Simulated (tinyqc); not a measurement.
Inside a calculation. Model: metal-interlayer-semiconductor contact, depinning against tunnelling resistance.

Program tinyqc, `OMP_NUM_THREADS=1 python tinyqc.py 2270042 2270043 out.jsonl`; Intel Xeon 2.30GHz, shared host, one thread, about 0.02 s. Printed values are rounded.

Zero bias, n-type semiconductor. Gap states at the semiconductor surface thin out as exp(-be ti), which unpins the barrier; electrons must then cross the interlayer (a rectangular barrier, no voltage drop across it) and the parabolic depleted layer, both by WKB. Energies E are counted from the Fermi level; no image force, parabolic bands.

Inputs (values chosen for the exercise); semiconductor values close to those of germanium; interlayer mass of the order of that in silicon nitride, offset chosen freely:
- T = 400 K (temperature)
- Eg = 0.667 eV (band gap)
- eps_r = 15.6 (relative permittivity)
- chi = 3.84 eV (electron affinity)
- Nc = 1.6e19 cm^-3 (conduction-band density of states at T)
- mt = 0.124 m0 (tunnelling mass in the semiconductor)
- mA = 1.13 m0 (Richardson mass)
- Nd = 2e19 cm^-3 (donor density)
- E0 = 0.087 eV (charge-neutrality level above the valence band)
- S0 = 0.049 (pinning factor without interlayer)
- phiM = 4.07 eV (metal work function)
- ti = 0.6 nm (interlayer thickness)
- dE = 2.05 eV (conduction-band offset of the interlayer above the semiconductor)
- mi = 0.46 m0 (tunnelling mass in the interlayer)
- be = 6 1/nm (decay constant of gap states through the interlayer)

Constants: q = 1.602176634e-19 C, kB = 1.380649e-23 J/K, eps0 = 8.8541878128e-12 F/m, hbar = 1.054571817e-34 J s, h = 6.62607015e-34 J s, m0 = 9.1093837015e-31 kg, Vt = kB T/q, hbar^2/(2 m0) = 0.0380998212 eV nm^2. Results are converted to the units shown.

Range of the model: The depletion charge would drop about 0.16 V across such an interlayer (eps_r near 7.5) at ti = 0.6 nm and Nd = 2e19 cm^-3, against a band bending of 0.37 V; this model leaves that drop out.

## Pinning, barrier and scales

S = 1/(1 + (1/S0 - 1) exp(-be ti)); phiB = S (phiM - chi) + (1 - S)(Eg - E0); xi = Ec - EF deep inside, from Nd = Nc F(-xi/Vt), F(x) = (2/sqrt(pi)) int_0^infinity sqrt(u) du/(1 + exp(u - x)); band bending U = phiB - xi; E00 = (hbar/2) sqrt(Nd/(eps0 eps_r mt m0)) in volts; A = 4 pi q mA m0 kB^2/h^3.

S = 0.6534652
phiB = 0.3512872 eV
xi = -0.02266807 eV
U = 0.3739552 eV
E00 = 0.05969929 eV
A = 135.7957 A/(cm^2 K^2)

The interlayer moves the barrier from 0.563 eV to 0.351 eV; the unpinned limit is phiM - chi = 0.230 eV. E00/Vt = 1.73: by the usual rule of thumb (0.5 to 5) thermionic-field emission.

## Exponents and integrand on an energy grid

| point | E (eV) |
|---|---|
| 0 | -0.02 |
| 1 | 0.00667 |
| 2 | 0.03333 |
| 3 | 0.06 |
| 4 | 0.08667 |
| 5 | 0.11333 |
| 6 | 0.14 |
| 7 | 0.16667 |
| 8 | 0.19333 |
| 9 | 0.22 |
| 10 | 0.24667 |
| 11 | 0.27333 |
| 12 | 0.3 |
| 13 | 0.32667 |
| 14 | 0.35333 |
| 15 | 0.38 |

With U = phiB - xi: for xi < E < phiB, y = (E - xi)/U and G1 = (U/E00) [sqrt(1 - y) - y ln((1 + sqrt(1 - y))/sqrt(y))], G1 = 0 above phiB; G2 = 2 ti sqrt(mi max(phiB + dE - E, 0)/C), C = hbar^2/(2 m0); f = 1/(1 + exp(E/Vt)); integrand exp(-G1 - G2) f.

| point | G1 | G2 | f | integrand (1e-6) |
|---|---|---|---|---|
| 0 | 6.100246 | 6.488164 | 0.6411194 | 2.187064 |
| 1 | 5.057142 | 6.452332 | 0.4517741 | 4.533358 |
| 2 | 4.272518 | 6.416314 | 0.2754896 | 6.280647 |
| 3 | 3.607385 | 6.380079 | 0.1492269 | 6.860359 |
| 4 | 3.025215 | 6.343636 | 0.07485421 | 6.388160 |
| 5 | 2.508563 | 6.306997 | 0.03599036 | 5.341180 |
| 6 | 2.046917 | 6.270130 | 0.01693020 | 4.136322 |
| 7 | 1.634177 | 6.233045 | 0.007881592 | 3.019414 |
| 8 | 1.266479 | 6.195752 | 0.003652247 | 2.097754 |
| 9 | 0.941181 | 6.158219 | 0.001688061 | 1.393664 |
| 10 | 0.657429 | 6.120456 | 7.793924e-4 | 0.887480 |
| 11 | 0.415730 | 6.082472 | 3.597802e-4 | 0.541881 |
| 12 | 0.218289 | 6.044236 | 1.659947e-4 | 0.316457 |
| 13 | 0.071488 | 6.005756 | 7.657833e-5 | 0.175708 |
| 14 | 0.000000 | 5.967042 | 3.533642e-5 | 0.090525 |
| 15 | 0.000000 | 5.928062 | 1.630060e-5 | 0.043419 |

## Contact resistivity

1/rho_c = (A T^2/Vt^2) I, with I the trapezoid sum of the integrand over the grid.

I = 1.151415e-6 eV
rho_c = 4.7493e-5 ohm cm^2

A fine grid from xi upwards gives rho_c = 4.698e-5 ohm cm^2; the coarse value is 1.1 % above it. The integrand peaks at E = 0.060 eV, and 0.30 % of the current flows above phiB. Tunnelling through the interlayer costs a factor of 564 at this barrier height; the bare contact (ti = 0) has rho_c = 1.70e-6 ohm cm^2, so with the interlayer rho_c is 27.6 times that.
